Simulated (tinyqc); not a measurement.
Hole subbands of a hard-walled well, four-band Luttinger model: one step. Mass of HH1 in the plane. Four cases, with inputs chosen for the exercise.

Task: Second order in k: 1/m = g1 + g2 - sum_n 12 c g3^2 D_1n^2/(LHn - HH1) over even n up to 60, with D_1n = 4n/(L (n^2 - 1)) in size, LHn - HH1 = c [(g1 + 2 g2) n^2 - (g1 - 2 g2)](pi/L)^2 + 2 Zs, c = hbar^2/2m0.

Constants: hbar^2/2m0 = 3.80998211 eV angstrom^2.

Case 1.

Values chosen (near those of GaAs; the results hold for these values, not for the real material): g1 = 7 (Luttinger gamma1); g2 = 2.06 (gamma2); g3 = 2.94 (gamma3); L = 55 angstrom (well width along [001]).

shear strain energy Zs = 0.0558127 eV

Case 2.

Values chosen (near those of Ge; the results hold for these values, not for the real material): g1 = 13.37 (Luttinger gamma1); g2 = 4.23 (gamma2); g3 = 5.7 (gamma3); L = 70 angstrom (well width along [001]).

shear strain energy Zs = 0.0227089 eV

Case 3.

Values chosen (near those of Si; the results hold for these values, not for the real material): g1 = 4.3 (Luttinger gamma1); g2 = 0.34 (gamma2); g3 = 1.45 (gamma3); L = 125 angstrom (well width along [001]); Zs = 0 eV (shear strain energy).

Case 4.

Values chosen (near those of AlAs; the results hold for these values, not for the real material): g1 = 3.77 (Luttinger gamma1); g2 = 0.82 (gamma2); g3 = 1.43 (gamma3); L = 125 angstrom (well width along [001]).

shear strain energy Zs = -0.0433008 eV

Give: LHn - HH1 for n = 2, 4, 6; terms for n = 2, 4, 6; sum of all terms; mass without mixing, 1/(g1 + g2); 1/m with mixing.

Result:

Case 1.

LHn - HH1 for n = 2, 4, 6 (meV): [628.7, 2287.5, 5052.1]
terms for n = 2, 4, 6: [1.4775, 0.0650, 0.0122]
sum of all terms = 1.5618
mass without mixing, 1/(g1 + g2) = 0.1104 m0
1/m with mixing = 7.4982 1/m0

Mixing with the light holes takes m from 0.110 to 0.133 m0.

Case 2.

LHn - HH1 for n = 2, 4, 6 (meV): [677.8, 2688.1, 6038.6]
terms for n = 2, 4, 6: [3.1803, 0.1283, 0.0236]
sum of all terms = 3.3460
mass without mixing, 1/(g1 + g2) = 0.0568 m0
1/m with mixing = 14.2540 1/m0

Mixing with the light holes takes m from 0.057 to 0.070 m0.

Case 3.

LHn - HH1 for n = 2, 4, 6 (meV): [39.2, 183.0, 422.7]
terms for n = 2, 4, 6: [1.1152, 0.0382, 0.0068]
sum of all terms = 1.1643
mass without mixing, 1/(g1 + g2) = 0.2155 m0
1/m with mixing = 3.4757 1/m0

Mixing with the light holes takes m from 0.216 to 0.288 m0. LH1 lies only 3.3 meV away and couples from order k^2 on, so this mass holds only very near k = 0.

Case 4.

LHn - HH1 for n = 2, 4, 6 (meV): [-39.6, 116.6, 377.0]
terms for n = 2, 4, 6: [-1.0732, 0.0584, 0.0075]
sum of all terms = -1.0035
mass without mixing, 1/(g1 + g2) = 0.2179 m0
1/m with mixing = 5.5935 1/m0

Mixing with the light holes takes m from 0.218 to 0.179 m0.

Computed by tinyqc, one run a case: `OMP_NUM_THREADS=1 python tinyqc.py N N+1 out.jsonl` with N = 1281897, 1281979, 1282092, 1282155; one thread of a shared Intel(R) Xeon(R) Processor @ 2.30GHz, about 0.1 s a run at most.
